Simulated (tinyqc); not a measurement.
What each parameter does: strain-driven crossing of the Gamma and L valleys in a germanium-like crystal.

Biaxial loads: e0 is the in-plane strain e_par and the normal is free. (001): e_perp = -2 (C12/C11) e_par; exx = eyy = e_par, ezz = e_perp, no shear. (111): e_perp = -(2 C11 + 4 C12 - 4 C44)/(C11 + 2 C12 + 4 C44) e_par; exx = eyy = ezz = (2 e_par + e_perp)/3 and exy = eyz = ezx = (e_perp - e_par)/3. (110): e_perp = -(C11 + 3 C12 - 2 C44)/(C11 + C12 + 2 C44) e_par; exx = eyy = (e_par + e_perp)/2, ezz = e_par, exy = (e_perp - e_par)/2, eyz = ezx = 0. Uniaxial loads: a stress along n, scaled so that n.e.n = e0, with exx = s11 sxx + s12 (syy + szz), exy = s44 sxy/2, s11 = (C11 + C12)/((C11 - C12)(C11 + 2 C12)), s12 = -C12/((C11 - C12)(C11 + 2 C12)), s44 = 1/C44.

Edges from the unstrained valence top: Gamma at Eg + ac tr(e); an L valley with unit axis u at EgL + aL tr(e) + XuL (u.e.u - tr(e)/3), u along [111], [1-1-1], [-11-1], [-1-11]; valence edges are the levels of the 6 x 6 matrix of X, Y, Z times spin with -Dso/3 + l exx + m (eyy + ezz) on the diagonal (cyclic), n exy off it, l = av + 2 b, m = av - b, n = sqrt(3) d. Spin-orbit term (Dso/3) L.sigma on X, Y, Z with (L_k)_ij = -i epsilon_kij: <X+|H|Y+> = -i Dso/3, <X+|H|Z-> = Dso/3, <Y+|H|Z-> = -i Dso/3, <Z+|H|X-> = -Dso/3, <Z+|H|Y-> = i Dso/3, <X-|H|Y-> = i Dso/3, and their conjugates; + and - are the spin along z.

Parameters, chosen for this exercise (near those of Ge, gaps at low temperature; shifted at random, so the results belong to these values and not to a real crystal): Eg = 0.915 eV (gap at Gamma to the s-like level); EgL = 0.73 eV (gap to L); Dso = 0.293 eV (spin-orbit splitting); ac = -8.19 eV (conduction deformation potential); av = 1.23 eV (valence hydrostatic potential); b = -2.55 eV (tetragonal shear potential); d = -5.24 eV (trigonal shear potential); aL = -1.69 eV (hydrostatic potential of the L edge, Xd + Xu/3); XuL = 15.71 eV (uniaxial potential, L); C11 = 128.1 GPa; C12 = 49.2 GPa; C44 = 66.7 GPa; load = uniaxial [100] (kind of strain); e0 = 0.0167 (size of the strain).

Direct gap, Gamma minus the lowest L edge and the valence splitting.

One parameter was then changed.

Results before and after:

| case | direct gap (eV) | Gamma - L (meV) | valence splitting (meV) |
|---|---|---|---|
| base | 0.7906 | 136.7 | 86.1 |
| changed | 0.7892 | 136.7 | 86.1 |

Which of these changes was made? (a) C12 = 56.58 GPa; (b) av = 1.4145 eV; (c) aL = -1.4365 eV; (d) Dso = 0.33695 eV; (e) b = -2.9325 eV; (f) ac = -6.9615 eV; (g) C44 = 56.695 GPa.

Answer: (b) av = 1.4145 eV. Of the candidates, run in turn, only this one gives the changed row.

All candidates:

| case | direct gap (eV) | Gamma - L (meV) | valence splitting (meV) |
|---|---|---|---|
| base | 0.7906 | 136.7 | 86.1 |
| b = -2.9325 eV | 0.7824 | 136.7 | 95.1 |
| ac = -6.9615 eV | 0.7997 | 145.8 | 86.1 |
| C12 = 56.58 GPa | 0.7984 | 143.0 | 87.6 |
| Dso = 0.33695 eV | 0.7906 | 136.7 | 89.2 |
| aL = -1.4365 eV | 0.7906 | 134.8 | 86.1 |
| C44 = 56.695 GPa | 0.7906 | 136.7 | 86.1 |
| av = 1.4145 eV | 0.7892 | 136.7 | 86.1 |

tinyqc: `OMP_NUM_THREADS=1 python tinyqc.py 1051254 1051255 out.jsonl`; about 0.01 s, one thread, shared Intel(R) Xeon(R) Processor @ 2.30GHz.
